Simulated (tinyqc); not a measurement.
Two-junction solar cell, detailed-balance limit: two steps of the calculation.

The top cell takes all photons above E1, the bottom cell those between E2 and E1. Each cell follows J = Jsc - J0 (exp(V/Vt) - 1) with J0 = q ge Phi(gap, T)/ERE; light emitted by one cell and absorbed by the other is left out. In series both carry one current; wired apart (four terminals) each works at its own maximum power point. Efficiencies are counted against Pin = fs X sigma Ts^4.

Parameters, values chosen for the exercise:
- T = 298 K (cell temperature)

Constants: q = 1.602176634e-19 C, kB = 1.380649e-23 J/K, Vt = kB T/q. Results are converted to the units shown.

Question 1. The series curve. V1 = Vt ln((J1 - J)/J01 + 1), V2 = Vt ln((J2 - J)/J02 + 1), power J (V1 + V2).

| point | J (mA/cm^2) |
|---|---|
| 0 | 0 |
| 1 | 9850 |
| 2 | 15760 |
| 3 | 17730 |
| 4 | 18520 |
| 5 | 18910 |
| 6 | 19310 |
| 7 | 19600 |

J1 = 19699.889 mA/cm^2
J2 = 28629.902 mA/cm^2
J01 = 2.5026364e-28 mA/cm^2
J02 = 2.1363458e-15 mA/cm^2

Wanted: V1; V2; power.

Answer 1.

| point | V1 (V) | V2 (V) | power (mW/cm^2) |
|---|---|---|---|
| 0 | 1.8860 | 1.1310 | 0 |
| 1 | 1.8682 | 1.1202 | 29435 |
| 2 | 1.8447 | 1.1104 | 46573 |
| 3 | 1.8269 | 1.1062 | 52003 |
| 4 | 1.8137 | 1.1042 | 54041 |
| 5 | 1.8034 | 1.1032 | 54965 |
| 6 | 1.7853 | 1.1022 | 55756 |
| 7 | 1.7503 | 1.1013 | 55892 |

Among these points the power is largest at J = 19600 mA/cm^2.

Question 2. Maximum power, in series and apart. In series V(J) = Vt [ln((J1 - J)/J01 + 1) + ln((J2 - J)/J02 + 1)], and J V(J) is largest where V = J Vt [1/(J1 - J + J01) + 1/(J2 - J + J02)]. Apart, each cell has (1 + v) exp(v) = 1 + Jsc/J0 at its maximum power point, v = Vmp/Vt.

J1 = 19699.889 mA/cm^2
J2 = 28629.902 mA/cm^2
J01 = 2.5026364e-28 mA/cm^2
J02 = 2.1363458e-15 mA/cm^2
Pin = 1.3482034e5 mW/cm^2

Give: series Jmp; series Vmp; series efficiency; top cell alone; bottom cell behind it.

Answer 2.

series Jmp = 1.952e4 mA/cm^2
series Vmp = 2.867 V
series efficiency = 41.51 %
top cell alone = 25.59 %
bottom cell behind it = 21.46 %

Wired apart the cells give 47.05 %; the series connection loses 5.5 points of that.

Program tinyqc, `OMP_NUM_THREADS=1 python tinyqc.py 2820108 2820109 out.jsonl`; Intel Xeon 2.30GHz, shared host, one thread, about 0.01 s.
